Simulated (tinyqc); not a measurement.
# Threshold-voltage variability of a planar MOSFET, analytic estimates, step by step

Computed by the program tinyqc: `OMP_NUM_THREADS=1 python tinyqc.py 2090081 2090082 out.jsonl`, one thread of a shared Intel Xeon 2.30GHz, about 0.01 s for the whole run. Printed values are rounded.

Three independent sources add in quadrature: random dopants in the depleted layer, metal-gate grains of two orientations, and roughness of the two gate edges acting through the roll-off VT = VT(long) - Vr exp(-L/l). These are first-order estimates: no three-dimensional electrostatics, no percolation.

Inputs (values chosen for the exercise); material values close to those of germanium: temperature T = 250 K; band gap Eg = 0.648 eV; relative permittivity of the semiconductor eps_r = 15.8; conduction-band density of states at T Nc = 7.91e18 cm^-3; valence-band density of states at T Nv = 4.61e18 cm^-3; channel doping Na = 1.7e18 cm^-3; oxide-equivalent thickness in inversion ti = 1.1 nm; gate length L = 20 nm; gate width W = 85 nm; metal grain size G = 4 nm; work-function difference of the two grain orientations dW = 0.3 eV; share of the orientation of higher work function p = 0.6; rms roughness of one gate edge De = 1.7 nm; correlation length of the roughness La = 10 nm; decay length of the threshold roll-off l = 5.4 nm; prefactor of the roll-off Vr = 2.3 V; subthreshold factor n = 1.36; gm/I of a matched pair gI = 5 1/V; spread of the gain factor of one device sb = 2.2 %; number of cells Nb = 268435456; wanted yield Y = 0.999.

Constants: q = 1.602176634e-19 C, kB = 1.380649e-23 J/K, Vt = kB T/q, eps0 = 8.8541878128e-14 F/cm where lengths are in cm. Results are converted to the units shown.

Range of the model: The depletion depth exceeds L, so source and drain share much of the charge and the dopant estimate is rough.

## Random dopants

ni = sqrt(Nc Nv) exp(-Eg/(2 Vt)), Eg in volts; Cox = 3.9 eps0/ti; Wd = sqrt(4 eps0 eps_r Vt ln(Na/ni)/(q Na)); dopants: s1 = (q/Cox) sqrt(Na Wd/(3 L W)). The slope A1 = s1 sqrt(L W); mean number of dopants Na L W Wd.

Cox = 3.13921 uF/cm^2
Wd = 24.6892 nm
mean number of dopants = 71.3517
A1 = 0.603680 mV um
s1 = 14.6414 mV

Counting alone, 1/sqrt(N) of the depletion voltage q Na Wd/Cox = 214 mV, would give sqrt(3) times more: dopants deep in the layer act less on the surface.

## Metal grains and edge roughness

Grains: Ng = L W/G^2 (at least 1), s2 = dW sqrt(p (1 - p)/Ng). Edges, with exponential correlation and u = W/La: the mean gate length has sL^2 = 2 De^2 (2/u)[1 - (1 - exp(-u))/u]; s3 = sL (Vr/l) exp(-L/l).

Ng = 106.250
s2 = 14.2581 mV
sL = 1.09546 nm
dVT/dL = 10.4915 mV/nm
s3 = 11.4930 mV

## Total spread, mismatch and leakage

s = sqrt(s1^2 + s2^2 + s3^2). For a pair: s(dVT) = sqrt(2) s; current mismatch sqrt(2) sqrt((gI s)^2 + sb^2); input offset = current mismatch/gI. For a Gaussian VT the off current is log-normal with mean/median = exp(s^2/(2 (n Vt)^2)).

s = 23.4468 mV
s(dVT) = 33.1588 mV
current mismatch = 16.8688 %
input offset = 33.7376 mV
mean/median of Ioff = 1.37742

The dopants give 39.0 % of the variance; without them s would be 18.3 mV.

## Iteration 1: margin in standard deviations for the wanted yield

k at the start = 4

Cells fail independently with probability Q(k) = erfc(k/sqrt(2))/2 when the margin is k standard deviations, and Y = exp(-Nb Q(k)). phi = exp(-k^2/2)/sqrt(2 pi). Newton steps on ln Q(k) = ln(-ln(Y)/Nb): k(new) = k + [ln Q - ln(-ln(Y)/Nb)] Q/phi.

Q(k) = 3.16712e-5
phi = 1.33830e-4
k after iteration 1 = 7.77585

## Iteration 2: margin in standard deviations for the wanted yield

As before.

Q(k) = 3.74701e-15
phi = 2.96033e-14
k after iteration 2 = 6.90218

## Course of the iteration: margin in standard deviations for the wanted yield

Stop when k changes by less than 1e-9, or after 30 iterations.

Course of the iteration:
```
iteration,k,|change|
1,7.77585,3.78
2,6.90218,0.874
3,6.84886,0.0533
4,6.84866,2.00e-4
5,6.84866,2.80e-9
6,6.84866,< 1e-12
```

Converged in 6 iterations. At the end the number of correct digits about doubles with each step. With s(dVT) = 33.2 mV, 6.85 standard deviations are 227 mV.
